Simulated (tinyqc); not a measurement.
Pariser-Parr-Pople SCF with singles CI, for the molecule C1=CC2=CC=CC2=C1 (SMILES; centres numbered as the heavy atoms are written), step by step. One step of it, computed by the program tinyqc.

Task: PPP integrals. Ohno: gamma = 14.399645/sqrt(R^2 + a^2), a = 2 x 14.399645/(gamma_rr + gamma_ss); H_rr = -W_r - sum_(s != r) z_s gamma_rs; H_rs = beta for bonds.

Centres (angstrom, eV; a flat drawing with bonds scaled to 1.40 angstrom):
```
centre          x          y  core charge z          W   gamma_rr
1C       2.154000   0.000000              1  11.160000  11.130000
2C       1.331000   1.133000              1  11.160000  11.130000
3C       0.000000   0.700000              1  11.160000  11.130000
4C      -1.331000   1.133000              1  11.160000  11.130000
5C      -2.154000   0.000000              1  11.160000  11.130000
6C      -1.331000  -1.133000              1  11.160000  11.130000
7C       0.000000  -0.700000              1  11.160000  11.130000
8C       1.331000  -1.133000              1  11.160000  11.130000
```

Resonance integrals (eV):
```
i  j       beta
1  2  -2.390000
2  3  -2.390000
3  4  -2.390000
4  5  -2.390000
5  6  -2.390000
6  7  -2.390000
7  8  -2.390000
8  1  -2.390000
7  3  -2.390000
```

Give: repulsion gamma_rs; core matrix H.

Result:

repulsion gamma_rs (eV), lower triangle:
```
        1C      2C      3C      4C      5C      6C      7C      8C
1C  11.130
2C   7.553  11.130
3C   5.521   7.555  11.130
4C   3.705   4.865   7.555  11.130
5C   3.201   3.705   5.521   7.553  11.130
6C   3.705   3.863   5.520   5.519   7.553  11.130
7C   5.521   5.520   7.554   5.520   5.521   7.555  11.130
8C   7.553   5.519   5.520   3.863   3.705   4.865   7.555  11.130
```

core matrix H (eV), lower triangle:
```
         1C       2C       3C       4C       5C       6C       7C       8C
1C  -47.919
2C   -2.390  -49.740
3C    0.000   -2.390  -55.904
4C    0.000    0.000   -2.390  -49.740
5C    0.000    0.000    0.000   -2.390  -47.919
6C    0.000    0.000    0.000    0.000   -2.390  -49.740
7C    0.000    0.000   -2.390    0.000    0.000   -2.390  -55.904
8C   -2.390    0.000    0.000    0.000    0.000    0.000   -2.390  -49.740
```
